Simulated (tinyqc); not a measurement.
What each parameter does: shallow donor in an anisotropic valley (effective-mass theory).

One valley: H = -c [(d2/dx2 + d2/dy2)/mt + (d2/dz2)/ml] - q/(eps r), c = hbar^2/2m0, q = e^2/(4 pi eps0). Trial function exp(-sqrt((x^2 + y^2)/a^2 + z^2/b^2)) with a > b: T = (c/3)(2/(mt a^2) + 1/(ml b^2)), V = -(q/eps) atan(u/b)/u, u = sqrt(a^2 - b^2). The central cell of the impurity is left out.

Constants: hbar^2/2m0 = 3.80998211 eV angstrom^2; e^2/(4 pi eps0) = 14.39964547 eV angstrom.

Inputs chosen for the exercise (out of a larger set: near those of GaP; not measured data):
```
symbol  value  unit  meaning
ml      2.061  m0    longitudinal mass
mt      0.253  m0    transverse mass
eps     10.8         dielectric constant
```

The minimum of the trial energy.

Results for these values:
```
case  E (meV)  a (angstrom)  b (angstrom)    b/a
base   -52.02         15.64          7.49  0.478
```

What happens to each result for mt = 0.228 m0, all else kept?

Answer: E rises from -52.02 to -47.91; a rises from 15.64 to 17.12; b rises from 7.49 to 7.90; b/a falls from 0.478 to 0.462.

The same for each parameter in turn:
```
case           E (meV)  a (angstrom)  b (angstrom)    b/a
base            -52.02         15.64          7.49  0.478
ml = 2.576 m0   -54.46         15.18          6.72  0.443
mt = 0.228 m0   -47.91         17.12          7.90  0.462
eps = 9.7       -64.48         14.05          6.72  0.478
```

eps only rescales the solution (E as 1/eps^2, lengths as eps), so b/a depends on ml/mt alone.

Computed by tinyqc, a small Python program: `OMP_NUM_THREADS=1 python tinyqc.py 1250889 1250890 out.jsonl` (the numbers bound the seed that draws the inputs); one thread of a shared host (Intel(R) Xeon(R) Processor @ 2.30GHz), about 0.01 s for the whole set of steps.
